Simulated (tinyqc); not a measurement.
Inside a calculation. Model: adsorption as a lattice gas: isotherms with interactions, competition, desorption peaks and saturation dose. Computed by tinyqc, a small Python program that keeps every step. Command: `OMP_NUM_THREADS=1 python tinyqc.py 3000665 3000666 out.jsonl adsorb walk`. One thread of a shared host (Intel(R) Xeon(R) Processor @ 2.30GHz), about 0.2 s of CPU time with the checks. Intermediate numbers are printed to about 6 digits and carried at full precision; extremes and crossings named in words are read from the listed rows.

One adsorbate per site; a molecule needs 1 empty site. Gas and surface have the same temperature.

Inputs (values chosen for the exercise, for a model surface): desorption energy E = 2.1 eV; prefactor nu = 5.7e+12 1/s; pair energy w (positive repels) = 0.13 eV; neighbours z = 4; site density N_s = 9.9 1/nm^2; molecular mass M = 79.6 u; sticking coefficient s0 = 0.17; temperature T = 765 K; pressure p = 0.00015 Pa; blocking by a second gas, K_B p_B = 7.5; heating rate beta = 18 K/s; aspect ratio a (depth over diameter) of a hole = 60.

Adsorption: molecular (first order).

Constants: u = 1.6605390666e-27 kg; k_B = 1.380649e-23 J/K; k_B = 8.617333262e-05 eV/K.

## Flux and the Langmuir coverage

Flux F = p/sqrt(2 pi M k_B T); k_d = nu exp(-E/(k_B T)); s0 F (1 - theta) = N_s k_d theta, so y = s0 F/(N_s k_d), theta = y/(1 + y). With a second gas on the same sites theta = y/(1 + y + K_B p_B).

flux F = 1.60158 1/(nm^2 s)

k_d = 0.0834045 1/s

y = 0.329740

Langmuir coverage = 0.247973

coverage with the second gas = 0.0373443

## Coverage with interactions

With u = w/(k_B T). Mean field: theta/(1 - theta) = y exp(-z u theta). Quasi-chemical: theta/(1 - theta) = y [(r - 1 + 2 theta)(1 - theta)/((r + 1 - 2 theta) theta)]^(-z/2) exp(-z u/2), r = sqrt(1 - 4 theta (1 - theta)(1 - exp(-u))).

u = 1.97201

coverage, mean field = 0.116363

coverage, quasi-chemical = 0.148940

Repulsion lowers the coverage from 0.2480. Both theories put half coverage at ln y = z u/2 = 3.944; here ln y = -1.109. Caution: for z u near 4 or above (near 8 on the triangular lattice, z = 6) mean field itself predicts sublattice order near half coverage (the exact threshold is higher); both uniform formulas leave ordering out.

## Isotherms

The formulas are those given above.

Coverage; the first column is ln y - z u/2:
```
ln y - z u/2  no interaction  mean field  quasi-chemical
-5.0                0.258078    0.119418        0.153029
-3.0                0.719911    0.255357        0.310331
-2.0                0.874793    0.333965        0.379855
-1.0                0.949980    0.416151        0.441974
-0.5                0.969052    0.457974        0.471249
0.0                 0.980998    0.500000        0.500000
0.5                 0.988388    0.542026        0.528751
1.0                 0.992925    0.583849        0.558026
2.0                 0.997385    0.666035        0.620145
3.0                 0.999037    0.744643        0.689669
5.0                 0.999870    0.880582        0.846971
```

At half coverage the slope d theta/d ln y is 1/4 without interaction, 1/(4 + z u) = 0.084 in mean field and 0.057 in the pair theory, 1/[4 + 2 z (exp(u/2) - 1)]. Repulsion spreads the filling over a wider range of pressure; the two theories differ by at most 0.055 in these rows.

## Desorption peak without interaction

The peak obeys E/(k_B T_p^2) = (nu/beta) exp(-E/(k_B T_p)) exactly. Redhead's shortcut, with the constant 3.46 (3.64 is also in use), reads E back as k_B T_p [ln(nu' T_p/beta) - 3.46], nu' = nu.

peak temperature T_p = 817.943 K

E by Redhead's shortcut = 2.09537 eV

The shortcut misses by -0.22 %, since 3.46 stands for ln(E/(k_B T_p)) = 3.39. A prefactor wrong by a factor 100 would shift E by 0.325 eV.

## Peak against initial coverage

Heating at the rate beta: d theta/dT = -(nu/beta) theta^1 exp(-[E - z w theta]/(k_B T)). Integrated numerically (relative tolerance 1e-9); T_p is the maximum of the rate.

Peak temperatures (K):
```
theta_0    w = 0   with w
0.1      817.943  802.653
0.3      817.943  770.786
0.5      817.943  737.148
0.7      817.943  701.877
0.9      817.943  665.197
```

Without interaction the peak does not move; with w it moves by -137.5 K, so repulsion in first order mimics second-order kinetics.

## Dose to saturate, flat and in a hole

Without desorption or interaction, 99 % coverage needs the time (N_s/(s0 F)) ln 100. For a round hole of aspect ratio a in molecular flow with unit sticking (Gordon), the time is N_s/F x [1 + (19/4) a + (3/2) a^2]. The larger of the two times is a rough guide.

time on a flat surface = 167.450 s

time for the hole = 35147.5 s

The hole is limited by transport: for deep holes the dose grows as a^2. Caution: with k_d = nu exp(-E/(k_B T)) of these inputs desorption is not negligible over the time on a flat surface, so without interaction 99 % coverage is not reached.

Checks made by the program: quasi-chemical form at low coverage and at the symmetry point (relative difference 9e-08); T_p against the integrated rate equation (relative difference 5e-10).
